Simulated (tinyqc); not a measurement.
Inside a calculation (part 1 of 2). Method: UHF in the sto-6g basis, for H6, spin multiplicity 1. Computed by tinyqc, a small Python program that keeps every step (integrals from PySCF). Settings: charge = 0, multiplicity = 1, basis = sto-6g, energy threshold = 1e-09, iteration cap = 74, orthogonalisation = symmetric, start = core, DIIS depth = 8, method = UHF, break = 0.7. Command: `OMP_NUM_THREADS=1 python tinyqc.py 23431 23432 out.jsonl` (the two numbers bound the seeds that draw the settings). One thread of a shared host (Intel(R) Xeon(R) Processor @ 2.60GHz), about 0.2 s of CPU time with the checks. Later iterations appear only in the table of the cycle.

## One-electron integrals

Geometry (angstrom):

| atom | x | y | z |
|---|---|---|---|
| H | 0.00000 | 0.00000 | 0.00000 |
| H | 0.00000 | 0.00000 | 1.26200 |
| H | 0.00000 | 0.00000 | 2.38800 |
| H | 0.00000 | 0.00000 | 3.65000 |
| H | 0.00000 | 0.00000 | 4.77700 |
| H | 0.00000 | 0.00000 | 6.03900 |

Basis sto-6g: exponents (1/bohr^2) and contraction coefficients of normalised primitives:

| element | l (shell) | exponent | coefficient |
|---|---|---|---|
| H | s (1) | 35.52322 | 0.00916 |
| H | s (1) | 6.51314 | 0.04936 |
| H | s (1) | 1.82214 | 0.16854 |
| H | s (1) | 0.62596 | 0.37056 |
| H | s (1) | 0.24308 | 0.41649 |
| H | s (1) | 0.10011 | 0.13033 |

Overlap, kinetic and nuclear-attraction integrals over the contracted functions; the nuclear repulsion is the sum of Za Zb / Rab.

nuclear repulsion = 3.8333119 hartree

overlap S:
```
         1H 1s    2H 1s    3H 1s    4H 1s    5H 1s    6H 1s
1H 1s  1.00000  0.35711  0.06325  0.00646  0.00064  0.00004
2H 1s  0.35711  1.00000  0.42588  0.06325  0.00837  0.00064
3H 1s  0.06325  0.42588  1.00000  0.35711  0.06314  0.00645
4H 1s  0.00646  0.06325  0.35711  1.00000  0.42534  0.06314
5H 1s  0.00064  0.00837  0.06314  0.42534  1.00000  0.35711
6H 1s  0.00004  0.00064  0.00645  0.06314  0.35711  1.00000
```

kinetic energy T (hartree):
```
          1H 1s     2H 1s     3H 1s     4H 1s     5H 1s     6H 1s
1H 1s   0.76852   0.04159  -0.01099  -0.00222  -0.00032  -0.00002
2H 1s   0.04159   0.76852   0.07240  -0.01099  -0.00272  -0.00032
3H 1s  -0.01099   0.07240   0.76852   0.04159  -0.01099  -0.00221
4H 1s  -0.00222  -0.01099   0.04159   0.76852   0.07213  -0.01099
5H 1s  -0.00032  -0.00272  -0.01099   0.07213   0.76852   0.04159
6H 1s  -0.00002  -0.00032  -0.00221  -0.01099   0.04159   0.76852
```

nuclear attraction V (hartree):
```
          1H 1s     2H 1s     3H 1s     4H 1s     5H 1s     6H 1s
1H 1s  -2.21936  -0.76396  -0.13298  -0.01316  -0.00127  -0.00007
2H 1s  -0.76396  -2.59853  -1.02670  -0.14125  -0.01773  -0.00127
3H 1s  -0.13298  -1.02670  -2.70363  -0.85627  -0.14099  -0.01313
4H 1s  -0.01316  -0.14125  -0.85627  -2.70329  -1.02508  -0.13273
5H 1s  -0.00127  -0.01773  -0.14099  -1.02508  -2.59806  -0.76388
6H 1s  -0.00007  -0.00127  -0.01313  -0.13273  -0.76388  -2.21922
```

core Hamiltonian H = T + V (hartree):
```
          1H 1s     2H 1s     3H 1s     4H 1s     5H 1s     6H 1s
1H 1s  -1.45083  -0.72237  -0.14398  -0.01537  -0.00159  -0.00009
2H 1s  -0.72237  -1.83000  -0.95430  -0.15224  -0.02046  -0.00159
3H 1s  -0.14398  -0.95430  -1.93511  -0.81468  -0.15197  -0.01534
4H 1s  -0.01537  -0.15224  -0.81468  -1.93477  -0.95295  -0.14372
5H 1s  -0.00159  -0.02046  -0.15197  -0.95295  -1.82954  -0.72229
6H 1s  -0.00009  -0.00159  -0.01534  -0.14372  -0.72229  -1.45070
```

## Two-electron integrals

Functions are numbered as in S; the eight-fold symmetry (ij|kl) = (ji|kl) = (kl|ij) leaves the list below.

Two-electron integrals (ij|kl) in chemists' order, unique and non-zero (hartree):
```
(11|11) 0.77500    (21|11) 0.20537    (21|21) 0.07651    (22|11) 0.40127
(22|21) 0.20537    (22|22) 0.77500    (31|11) 0.02660    (31|21) 0.01108
(31|22) 0.03500    (31|31) 0.00188    (32|11) 0.12439    (32|21) 0.06349
(32|22) 0.25529    (32|31) 0.01314    (32|32) 0.11250    (33|11) 0.22141
(33|21) 0.10854    (33|22) 0.43897    (33|31) 0.02660    (33|32) 0.25529
(33|33) 0.77500    (41|11) 0.00206    (41|21) 0.00089    (41|22) 0.00292
(41|31) 0.00016    (41|32) 0.00124    (41|33) 0.00292    (41|41) 1.61e-05
(42|11) 0.01426    (42|21) 0.00690    (42|22) 0.02660    (42|31) 0.00151
(42|32) 0.01314    (42|33) 0.03500    (42|41) 0.00016    (42|42) 0.00188
(43|11) 0.06314    (43|21) 0.02899    (43|22) 0.10854    (43|31) 0.00690
(43|32) 0.06349    (43|33) 0.20537    (43|41) 0.00089    (43|42) 0.01108
(43|43) 0.07651    (44|11) 0.14498    (44|21) 0.06314    (44|22) 0.22141
(44|31) 0.01426    (44|32) 0.12439    (44|33) 0.40127    (44|41) 0.00206
(44|42) 0.02660    (44|43) 0.20537    (44|44) 0.77500    (51|11) 0.00016
(51|21) 0.00007    (51|22) 0.00025    (51|31) 1.41e-05   (51|32) 0.00011
(51|33) 0.00028    (51|41) 1.48e-06   (51|42) 1.59e-05   (51|43) 0.00009
(51|44) 0.00024    (51|51) 1.44e-07   (52|11) 0.00157    (52|21) 0.00073
(52|22) 0.00274    (52|31) 0.00016    (52|32) 0.00138    (52|33) 0.00380
(52|41) 1.85e-05   (52|42) 0.00022    (52|43) 0.00135    (52|44) 0.00380
(52|51) 1.91e-06   (52|52) 2.74e-05   (53|11) 0.00954    (53|21) 0.00422
(53|22) 0.01512    (53|31) 0.00096    (53|32) 0.00848    (53|33) 0.02654
(53|41) 0.00013    (53|42) 0.00157    (53|43) 0.01106    (53|44) 0.03493
(53|51) 1.40e-05   (53|52) 0.00022    (53|53) 0.00187    (54|11) 0.05361
(54|21) 0.02269    (54|22) 0.07681    (54|31) 0.00491    (54|32) 0.04095
(54|33) 0.12420    (54|41) 0.00068    (54|42) 0.00849    (54|43) 0.06339
(54|44) 0.25489    (54|51) 0.00008    (54|52) 0.00138    (54|53) 0.01310
(54|54) 0.11219    (55|11) 0.11078    (55|21) 0.04579    (55|22) 0.15055
(55|31) 0.00956    (55|32) 0.07689    (55|33) 0.22132    (55|41) 0.00125
(55|42) 0.01514    (55|43) 0.10848    (55|44) 0.43868    (55|51) 0.00016
(55|52) 0.00274    (55|53) 0.02654    (55|54) 0.25489    (55|55) 0.77500
(61|11) 6.56e-06   (61|21) 2.97e-06   (61|22) 1.06e-05   (61|31) 6.31e-07
(61|32) 5.27e-06   (61|33) 1.43e-05   (61|41) 7.25e-08   (61|42) 8.31e-07
(61|43) 5.16e-06   (61|44) 1.43e-05   (61|51) 7.49e-09   (61|52) 1.06e-07
(61|53) 8.29e-07   (61|54) 5.26e-06   (61|55) 1.06e-05   (62|11) 0.00010
(62|21) 4.43e-05   (62|22) 0.00016    (62|31) 9.74e-06   (62|32) 0.00008
(62|33) 0.00024    (62|41) 1.18e-06   (62|42) 1.41e-05   (62|43) 0.00009
(62|44) 0.00028    (62|51) 1.28e-07   (62|52) 1.91e-06   (62|53) 1.59e-05
(62|54) 0.00011    (62|55) 0.00025    (62|61) 7.49e-09   (62|62) 1.44e-07
(63|11) 0.00084    (63|21) 0.00036    (63|22) 0.00125    (63|31) 0.00008
(63|32) 0.00068    (63|33) 0.00205    (63|41) 1.03e-05   (63|42) 0.00013
(63|43) 0.00088    (63|44) 0.00292    (63|51) 1.18e-06   (63|52) 1.85e-05
(63|53) 0.00016    (63|54) 0.00124    (63|55) 0.00292    (63|61) 7.24e-08
(63|62) 1.48e-06   (63|63) 1.60e-05   (64|11) 0.00698    (64|21) 0.00289
(64|22) 0.00954    (64|31) 0.00061    (64|32) 0.00490    (64|33) 0.01424
(64|41) 0.00008    (64|42) 0.00096    (64|43) 0.00688    (64|44) 0.02654
(64|51) 9.73e-06   (64|52) 0.00016    (64|53) 0.00150    (64|54) 0.01310
(64|55) 0.03493    (64|61) 6.30e-07   (64|62) 1.40e-05   (64|63) 0.00016
(64|64) 0.00187    (65|11) 0.03504    (65|21) 0.01423    (65|22) 0.04579
(65|31) 0.00290    (65|32) 0.02272    (65|33) 0.06312    (65|41) 0.00036
(65|42) 0.00423    (65|43) 0.02897    (65|44) 0.10848    (65|51) 4.43e-05
(65|52) 0.00073    (65|53) 0.00688    (65|54) 0.06339    (65|55) 0.20537
(65|61) 2.97e-06   (65|62) 0.00007    (65|63) 0.00088    (65|64) 0.01106
(65|65) 0.07651    (66|11) 0.08763    (66|21) 0.03504    (66|22) 0.11078
(66|31) 0.00699    (66|32) 0.05367    (66|33) 0.14494    (66|41) 0.00084
(66|42) 0.00956    (66|43) 0.06312    (66|44) 0.22132    (66|51) 0.00010
(66|52) 0.00157    (66|53) 0.01424    (66|54) 0.12420    (66|55) 0.40127
(66|61) 6.56e-06   (66|62) 0.00016    (66|63) 0.00205    (66|64) 0.02654
(66|65) 0.20537    (66|66) 0.77500
```

## Orthogonalisation

S = U s U^T; symmetric (Loewdin) form X = U s^(-1/2) U^T, so that X^T S X = 1.

eigenvalues of S: 0.37454  0.51474  0.79393  1.05543  1.46603  1.79535

X:
```
          1H 1s     2H 1s     3H 1s     4H 1s     5H 1s     6H 1s
1H 1s   1.05565  -0.20944   0.03625  -0.00597   0.00138  -0.00024
2H 1s  -0.20944   1.14460  -0.26782   0.03959  -0.00816   0.00138
3H 1s   0.03625  -0.26782   1.14789  -0.22594   0.03955  -0.00597
4H 1s  -0.00597   0.03959  -0.22594   1.14763  -0.26740   0.03621
5H 1s   0.00138  -0.00816   0.03955  -0.26740   1.14433  -0.20940
6H 1s  -0.00024   0.00138  -0.00597   0.03621  -0.20940   1.05565
```

## Starting guess

The start is the orbitals of the core Hamiltonian, with HOMO and LUMO mixed by +/-0.7 rad for the two spins; D(s) = C_occ C_occ^T for each spin.

D(alpha) at the start:
```
          1H 1s     2H 1s     3H 1s     4H 1s     5H 1s     6H 1s
1H 1s   0.01321  -0.00067   0.01186   0.05975  -0.09234  -0.04808
2H 1s  -0.00067   0.33603   0.34650  -0.28741   0.00929   0.09412
3H 1s   0.01186   0.34650   0.45211  -0.03711   0.00831   0.04499
4H 1s   0.05975  -0.28741  -0.03711   1.00834  -0.20979  -0.31114
5H 1s  -0.09234   0.00929   0.00831  -0.20979   0.73559   0.33052
6H 1s  -0.04808   0.09412   0.04499  -0.31114   0.33052   0.20056
```

D(beta) at the start:
```
          1H 1s     2H 1s     3H 1s     4H 1s     5H 1s     6H 1s
1H 1s   0.20091   0.33069  -0.31159   0.04495   0.09442  -0.04791
2H 1s   0.33069   0.73566  -0.20977   0.00776   0.00955  -0.09197
3H 1s  -0.31159  -0.20977   1.00831  -0.03714  -0.28733   0.05950
4H 1s   0.04495   0.00776  -0.03714   0.45248   0.34661   0.01198
5H 1s   0.09442   0.00955  -0.28733   0.34661   0.33583  -0.00062
6H 1s  -0.04791  -0.09197   0.05950   0.01198  -0.00062   0.01311
```

## Iteration 1: building the Fock matrix

J_ij = sum D_kl (ij|kl) with D = D(alpha) + D(beta), K_ij = sum D_kl (ik|jl) for each spin; F = H + J - K(s); E = tr D H + tr D J / 2 - 0.5 sum_s tr D(s) K(s) + E_nn.

Coulomb J (hartree):
```
         1H 1s    2H 1s    3H 1s    4H 1s    5H 1s    6H 1s
1H 1s  1.43375  0.63622  0.12494  0.01327  0.00133  0.00007
2H 1s  0.63622  2.25742  1.01559  0.14807  0.01873  0.00133
3H 1s  0.12494  1.01559  2.63288  0.90089  0.14780  0.01325
4H 1s  0.01327  0.14807  0.90089  2.63268  1.01405  0.12470
5H 1s  0.00133  0.01873  0.14780  1.01405  2.25665  0.63601
6H 1s  0.00007  0.00133  0.01325  0.12470  0.63601  1.43321
```

exchange K(alpha) (hartree):
```
          1H 1s     2H 1s    3H 1s    4H 1s     5H 1s     6H 1s
1H 1s   0.04454   0.11108  0.07318  0.00386  -0.01071  -0.00412
2H 1s   0.11108   0.47679  0.36766  0.03967  -0.00328   0.00671
3H 1s   0.07318   0.36766  0.58901  0.27191   0.05835   0.00235
4H 1s   0.00386   0.03967  0.27191  0.76408   0.32759   0.03220
5H 1s  -0.01071  -0.00328  0.05835  0.32759   0.68838   0.30150
6H 1s  -0.00412   0.00671  0.00235  0.03220   0.30150   0.32842
```

exchange K(beta) (hartree):
```
          1H 1s     2H 1s    3H 1s    4H 1s     5H 1s     6H 1s
1H 1s   0.32871   0.30154  0.03228  0.00233   0.00674  -0.00408
2H 1s   0.30154   0.68854  0.32812  0.05839  -0.00326  -0.01067
3H 1s   0.03228   0.32812  0.76408  0.27190   0.03960   0.00385
4H 1s   0.00233   0.05839  0.27190  0.58897   0.36727   0.07312
5H 1s   0.00674  -0.00326  0.03960  0.36727   0.47637   0.11100
6H 1s  -0.00408  -0.01067  0.00385  0.07312   0.11100   0.04446
```

F(alpha) (hartree):
```
          1H 1s     2H 1s     3H 1s     4H 1s     5H 1s     6H 1s
1H 1s  -0.06162  -0.19723  -0.09222  -0.00596   0.01045   0.00410
2H 1s  -0.19723  -0.04938  -0.30637  -0.04384   0.00156  -0.00697
3H 1s  -0.09222  -0.30637   0.10877  -0.18570  -0.06253  -0.00445
4H 1s  -0.00596  -0.04384  -0.18570  -0.06617  -0.26649  -0.05122
5H 1s   0.01045   0.00156  -0.06253  -0.26649  -0.26127  -0.38778
6H 1s   0.00410  -0.00697  -0.00445  -0.05122  -0.38778  -0.34592
```

F(beta) (hartree):
```
          1H 1s     2H 1s     3H 1s     4H 1s     5H 1s     6H 1s
1H 1s  -0.34579  -0.38769  -0.05132  -0.00443  -0.00701   0.00406
2H 1s  -0.38769  -0.26113  -0.26683  -0.06256   0.00154   0.01040
3H 1s  -0.05132  -0.26683  -0.06631  -0.18569  -0.04378  -0.00594
4H 1s  -0.00443  -0.06256  -0.18569   0.10895  -0.30617  -0.09214
5H 1s  -0.00701   0.00154  -0.04378  -0.30617  -0.04926  -0.19728
6H 1s   0.00406   0.01040  -0.00594  -0.09214  -0.19728  -0.06196
```

total energy of this density = -2.3634788 hartree

## Iteration 1: diagonalisation and new density

Diagonalise F' = X^T F X, C = X C', fill 3 alpha and 3 beta electrons from the bottom; D(s) = C_occ C_occ^T. Each column has its largest component positive (the first on a tie).

F' = X^T F X (alpha) (hartree):
```
          1         2         3         4         5         6
1   0.01418  -0.22588   0.02374  -0.00850   0.01158   0.00349
2  -0.22588   0.21229  -0.44565   0.08479  -0.00548  -0.00659
3   0.02374  -0.44565   0.41071  -0.28881   0.04348  -0.00998
4  -0.00850   0.08479  -0.28881   0.15622  -0.29522   0.08695
5   0.01158  -0.00548   0.04348  -0.29522  -0.02035  -0.35661
6   0.00349  -0.00659  -0.00998   0.08695  -0.35661  -0.22550
```

orbital energies (alpha) (hartree): MO1 -0.51644, MO2 -0.27312, MO3 -0.12245, MO4 0.09941, MO5 0.42675, MO6 0.93340

coefficients C (alpha):
```
            MO1       MO2       MO3       MO4       MO5       MO6
1H 1s  -0.01424   0.38069  -0.36285   0.84209  -0.28866   0.30065
2H 1s   0.00898   0.50992  -0.20847  -0.40741   0.50069  -0.84089
3H 1s   0.02668   0.37642   0.08534  -0.40487  -0.17777   1.04792
4H 1s   0.08224   0.21098   0.64026   0.16167  -0.68307  -0.69899
5H 1s   0.53246   0.00220   0.26320   0.30605   0.91216   0.38469
6H 1s   0.64480  -0.14722  -0.53146  -0.29296  -0.57315  -0.15929
```

F' = X^T F X (beta) (hartree):
```
          1         2         3         4         5         6
1  -0.22537  -0.35666   0.08705  -0.00996  -0.00663   0.00347
2  -0.35666  -0.01982  -0.29576   0.04361  -0.00551   0.01154
3   0.08705  -0.29576   0.15647  -0.28880   0.08473  -0.00848
4  -0.00996   0.04361  -0.28880   0.41042  -0.44517   0.02369
5  -0.00663  -0.00551   0.08473  -0.44517   0.21200  -0.22584
6   0.00347   0.01154  -0.00848   0.02369  -0.22584   0.01383
```

orbital energies (beta) (hartree): MO1 -0.51630, MO2 -0.27308, MO3 -0.12261, MO4 0.09926, MO5 0.42728, MO6 0.93296

coefficients C (beta):
```
            MO1       MO2       MO3       MO4       MO5       MO6
1H 1s   0.64472  -0.14740  -0.53163  -0.29293  -0.57290  -0.15993
2H 1s   0.53239   0.00209   0.26291   0.30582   0.91219   0.38620
3H 1s   0.08250   0.21084   0.64016   0.16188  -0.68259  -0.70011
4H 1s   0.02668   0.37624   0.08559  -0.40511  -0.17903   1.04727
5H 1s   0.00907   0.50984  -0.20812  -0.40797   0.50151  -0.83976
6H 1s  -0.01414   0.38131  -0.36299   0.84182  -0.28878   0.30029
```

D(alpha) after iteration 1:
```
          1H 1s     2H 1s     3H 1s     4H 1s     5H 1s     6H 1s
1H 1s   0.27679   0.26964   0.11195  -0.15318  -0.10225   0.12762
2H 1s   0.26964   0.30356   0.17439  -0.02515  -0.04896   0.04151
3H 1s   0.11195   0.17439   0.14968   0.13625   0.03750  -0.08357
4H 1s  -0.15318  -0.02515   0.13625   0.46121   0.21277  -0.31831
5H 1s  -0.10225  -0.04896   0.03750   0.21277   0.35280   0.20313
6H 1s   0.12762   0.04151  -0.08357  -0.31831   0.20313   0.71989
```

D(beta) after iteration 1:
```
          1H 1s     2H 1s     3H 1s     4H 1s     5H 1s     6H 1s
1H 1s   0.72001   0.20316  -0.31822  -0.08376   0.04134   0.12766
2H 1s   0.20316   0.35257   0.21267   0.03749  -0.04882  -0.10216
3H 1s  -0.31822   0.21267   0.46106   0.13632  -0.02499  -0.15314
4H 1s  -0.08376   0.03749   0.13632   0.14959   0.17425   0.11202
5H 1s   0.04134  -0.04882  -0.02499   0.17425   0.30333   0.26982
6H 1s   0.12766  -0.10216  -0.15314   0.11202   0.26982   0.27736
```

## Iteration 2: building the Fock matrix

As before.

Coulomb J (hartree):
```
         1H 1s    2H 1s    3H 1s    4H 1s    5H 1s    6H 1s
1H 1s  1.80423  0.67139  0.11751  0.01170  0.00114  0.00006
2H 1s  0.67139  2.05493  0.85416  0.12094  0.01548  0.00114
3H 1s  0.11751  0.85416  2.06648  0.70763  0.12073  0.01168
4H 1s  0.01170  0.12094  0.70763  2.06617  0.85290  0.11730
5H 1s  0.00114  0.01548  0.12073  0.85290  2.05462  0.67138
6H 1s  0.00006  0.00114  0.01168  0.11730  0.67138  1.80441
```

exchange K(alpha) (hartree):
```
          1H 1s    2H 1s     3H 1s     4H 1s     5H 1s     6H 1s
1H 1s   0.35793  0.28002   0.10367  -0.00585  -0.01325   0.00693
2H 1s   0.28002  0.48807   0.26579   0.05910   0.00604   0.00122
3H 1s   0.10367  0.26579   0.34428   0.23248   0.08047  -0.00919
4H 1s  -0.00585  0.05910   0.23248   0.56816   0.33043   0.03358
5H 1s  -0.01325  0.00604   0.08047   0.33043   0.53623   0.30078
6H 1s   0.00693  0.00122  -0.00919   0.03358   0.30078   0.65678
```

exchange K(beta) (hartree):
```
          1H 1s     2H 1s     3H 1s     4H 1s    5H 1s     6H 1s
1H 1s   0.65686   0.30076   0.03369  -0.00920  0.00121   0.00693
2H 1s   0.30076   0.53629   0.33079   0.08058  0.00606  -0.01324
3H 1s   0.03369   0.33079   0.56827   0.23247  0.05902  -0.00585
4H 1s  -0.00920   0.08058   0.23247   0.34391  0.26531   0.10356
5H 1s   0.00121   0.00606   0.05902   0.26531  0.48773   0.28012
6H 1s   0.00693  -0.01324  -0.00585   0.10356  0.28012   0.35841
```

F(alpha) (hartree):
```
          1H 1s     2H 1s     3H 1s     4H 1s     5H 1s     6H 1s
1H 1s  -0.00453  -0.33100  -0.13014   0.00218   0.01280  -0.00696
2H 1s  -0.33100  -0.26313  -0.36592  -0.09040  -0.01101  -0.00167
3H 1s  -0.13014  -0.36592  -0.21290  -0.33953  -0.11172   0.00553
4H 1s   0.00218  -0.09040  -0.33953  -0.43677  -0.43048  -0.06000
5H 1s   0.01280  -0.01101  -0.11172  -0.43048  -0.31115  -0.35169
6H 1s  -0.00696  -0.00167   0.00553  -0.06000  -0.35169  -0.30307
```

F(beta) (hartree):
```
          1H 1s     2H 1s     3H 1s     4H 1s     5H 1s     6H 1s
1H 1s  -0.30346  -0.35175  -0.06016   0.00553  -0.00166  -0.00696
2H 1s  -0.35175  -0.31136  -0.43093  -0.11188  -0.01103   0.01278
3H 1s  -0.06016  -0.43093  -0.43689  -0.33952  -0.09026   0.00219
4H 1s   0.00553  -0.11188  -0.33952  -0.21251  -0.36536  -0.12998
5H 1s  -0.00166  -0.01103  -0.09026  -0.36536  -0.26265  -0.33103
6H 1s  -0.00696   0.01278   0.00219  -0.12998  -0.33103  -0.00470
```

total energy of this density = -2.9408129 hartree

## Iteration 2: DIIS over 2 matrices

error matrix X^T (FDS - SDF) X (alpha):
```
          1         2         3         4         5         6
1   0.00000   0.08870   0.02002  -0.05161  -0.02134  -0.00225
2  -0.08870   0.00000   0.00193   0.02763   0.02041  -0.01654
3  -0.02002  -0.00193   0.00000   0.00405  -0.00983   0.04628
4   0.05161  -0.02763  -0.00405   0.00000  -0.09663   0.02845
5   0.02134  -0.02041   0.00983   0.09663   0.00000   0.01441
6   0.00225   0.01654  -0.04628  -0.02845  -0.01441   0.00000
```

B (overlaps of the stored error matrices):
```
                1               2
1   6.9999666e-01  -3.9893629e-02
2  -3.9893629e-02   1.0181211e-01
```

Minimise |sum c_i e_i|^2 with sum c_i = 1: solve [B -1; -1 0][c; lambda] = [0; -1] with B_ij = tr e_i^T e_j summed over both spins, and take F = sum c_i F_i.

DIIS coefficients: 0.16074  0.83926

extrapolated F(alpha) (hartree):
```
          1H 1s     2H 1s     3H 1s     4H 1s     5H 1s     6H 1s
1H 1s  -0.01371  -0.30950  -0.12404   0.00087   0.01242  -0.00518
2H 1s  -0.30950  -0.22878  -0.35635  -0.08291  -0.00899  -0.00253
3H 1s  -0.12404  -0.35635  -0.16120  -0.31480  -0.10381   0.00392
4H 1s   0.00087  -0.08291  -0.31480  -0.37720  -0.40412  -0.05859
5H 1s   0.01242  -0.00899  -0.10381  -0.40412  -0.30313  -0.35749
6H 1s  -0.00518  -0.00253   0.00392  -0.05859  -0.35749  -0.30996
```

extrapolated F(beta) (hartree):
```
          1H 1s     2H 1s     3H 1s     4H 1s     5H 1s     6H 1s
1H 1s  -0.31026  -0.35752  -0.05874   0.00393  -0.00252  -0.00519
2H 1s  -0.35752  -0.30329  -0.40455  -0.10395  -0.00901   0.01240
3H 1s  -0.05874  -0.40455  -0.37732  -0.31480  -0.08279   0.00088
4H 1s   0.00393  -0.10395  -0.31480  -0.16084  -0.35585  -0.12390
5H 1s  -0.00252  -0.00901  -0.08279  -0.35585  -0.22835  -0.30953
6H 1s  -0.00519   0.01240   0.00088  -0.12390  -0.30953  -0.01390
```
